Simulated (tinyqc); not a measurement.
Hot electrons in a saturated n-channel MOSFET, lucky-electron model: one step of the calculation.

Beyond pinch-off the lateral field grows as Esat cosh(y/l) over the velocity-saturated region (pseudo-two-dimensional model). Impact ionisation in this region gives the substrate current, which biases the body forward through Rsub. Currents are per width. Local-field laws: they overstate ionisation when the field peak is narrower than an energy relaxation length.

Task. Length and field scales. Cox = 3.9 eps0/tox, l = sqrt(3 tox xj), Esat = 2 vs/mu.

Parameters, values chosen for the exercise; values close to those of silicon n-channel devices:
- L = 0.18 um (channel length)
- tox = 4 nm (oxide thickness)
- xj = 49 nm (junction depth)
- mu = 260 cm^2/(V s) (effective mobility)
- vs = 9.9e6 cm/s (saturation velocity)

Constants: eps0 = 8.8541878128e-14 F/cm where lengths are in cm. Results are converted to the units shown.

Find: Cox; l; Esat; Esat L.

Result.

Cox = 0.86328 uF/cm^2
l = 24.249 nm
Esat = 0.076154 MV/cm
Esat L = 1.3708 V

Program tinyqc, `OMP_NUM_THREADS=1 python tinyqc.py 2550069 2550070 out.jsonl`; Intel Xeon 2.30GHz, shared host, one thread, about 0.01 s.
